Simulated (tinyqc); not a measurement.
Ellipsometry and reflectance of a transparent film on an absorbing substrate: two steps of the calculation.

Air (index 1), film, substrate with N2 = n2 - i k2; time factor exp(+i w t). q_j = sqrt(N_j^2 - sin^2 th), root with positive real part. Fresnel coefficients r_s = (q_a - q_b)/(q_a + q_b), r_p = (N_b^2 q_a - N_a^2 q_b)/(N_b^2 q_a + N_a^2 q_b). tan(Psi) exp(i Delta) = R_p/R_s, Delta taken from 0 to 360 degrees.

Values chosen for this exercise; indices close to those of aluminium oxide on silicon:

| symbol | value | unit | meaning |
|---|---|---|---|
| lam | 632.8 | nm | wavelength |
| th | 65 | degrees | angle of incidence |
| n1 | 1.65 |  | index of the transparent film |
| d | 3.5 | nm | film thickness |
| n2 | 3.882 |  | index of the substrate |
| k2 | 0.019 |  | extinction coefficient of the substrate |

Task 1. Interface coefficients and thickness period. q0, q1, q2 and the coefficients r01 and r12 for p and s; the results repeat in d with the period lam/(2 q1).

Wanted: q0; q1; q2; r01,p; r01,s; r12,p; r12,s; period.

Result 1.

q0 = 0.42262
q1 = 1.3788
q2 = 3.7747-0.0195i
r01,p = -0.090231
r01,s = -0.53080
r12,p = 0.33817-0.00204i
r12,s = -0.46492+0.00203i
period = 229.47 nm

Task 2. Psi, Delta and reflectances. beta = 2 pi d q1/lam, X = exp(-2 i beta), R = (r01 + r12 X)/(1 + r01 r12 X) for p and s.

q1 = 1.3788061
r01,p = -0.090230598
r01,s = -0.53079543
r12,p = 0.33817236-0.00204238i
r12,s = -0.46491594+0.00202881i

Give: beta; X; R_p; R_s; Psi; Delta; |R_p|^2; |R_s|^2.

Result 2.

beta = 0.04792 rad
X = 0.9954-0.0957i
R_p = 0.2538-0.0363i
R_s = -0.7980+0.0215i
Psi = 17.80 degrees
Delta = 173.4 degrees
|R_p|^2 = 0.06572
|R_s|^2 = 0.6372

The bare substrate gives Psi = 17.76 and Delta = 179.58 degrees.

Numbers from tinyqc (`OMP_NUM_THREADS=1 python tinyqc.py 2870146 2870147 out.jsonl`; about 0.01 s on one thread of a shared Intel Xeon 2.30GHz).
